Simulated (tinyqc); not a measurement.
Modulation-doped quantum well, Poisson-Schroedinger loop with local exchange and correlation: one step of the calculation.

A well of width L centred at z = 0 between barriers Vb; effective-mass electrons, parabolic bands. The electrons come from donor sheets outside the mesh, a share fL of Ns on the left and the rest on the right, so the structure is neutral. Energies are counted from the band edge of the well, with U = 0 on the first node in the Hartree part.

Question. Levels and probability densities. Tridiagonal Hamiltonian with psi = 0 one step beyond both ends: H_ii = C (1/m_(i-1/2) + 1/m_(i+1/2))/hz^2 + V0_i + U_i, H_(i,i+1) = -C/(m_(i+1/2) hz^2), C = hbar^2/(2 m0). The lowest 2 level(s) are kept, normalised to hz sum |psi|^2 = 1.

Inputs (values chosen for the exercise):
```
symbol,value,unit,meaning
hz,3.1,nm,mesh step
```

Constants: q = 1.602176634e-19 C, hbar = 1.054571817e-34 J s, m0 = 9.1093837015e-31 kg, hbar^2/(2 m0) = 0.0380998212 eV nm^2. Results are converted to the units shown.

```
node,fixed potential V0 (eV),self-consistent potential U at the start (eV)
1,0.25700000,0
2,0.25700000,0
3,0.25700000,0
4,0.00000000,0
5,0.00000000,0
6,0.00000000,0
7,0.00000000,0
8,0.00000000,0
9,0.00000000,0
10,0.00000000,0
11,0.25700000,0
12,0.25700000,0
13,0.25700000,0
```

mass on the intervals 1/2, 3/2, ... (mean of both at an interface) (m0): [0.0896, 0.0896, 0.0896, 0.0783, 0.067, 0.067, 0.067, 0.067, 0.067, 0.067, 0.0783, 0.0896, 0.0896, 0.0896]

Wanted: levels; |psi|^2 of E1; |psi|^2 of E2.

Answer.

levels (eV): E1 0.007613, E2 0.029937

```
node,|psi|^2 of E1 (1/nm),|psi|^2 of E2 (1/nm)
1,0.000000,0.000001
2,0.000007,0.000027
3,0.000368,0.001316
4,0.016432,0.051123
5,0.042013,0.075156
6,0.065221,0.033668
7,0.074497,0.000000
8,0.065221,0.033668
9,0.042013,0.075156
10,0.016432,0.051123
11,0.000368,0.001316
12,0.000007,0.000027
13,0.000000,0.000001
```

tinyqc, about 0.2 s, one thread, Intel Xeon 2.30GHz (shared host): `OMP_NUM_THREADS=1 python tinyqc.py 2140005 2140006 out.jsonl`
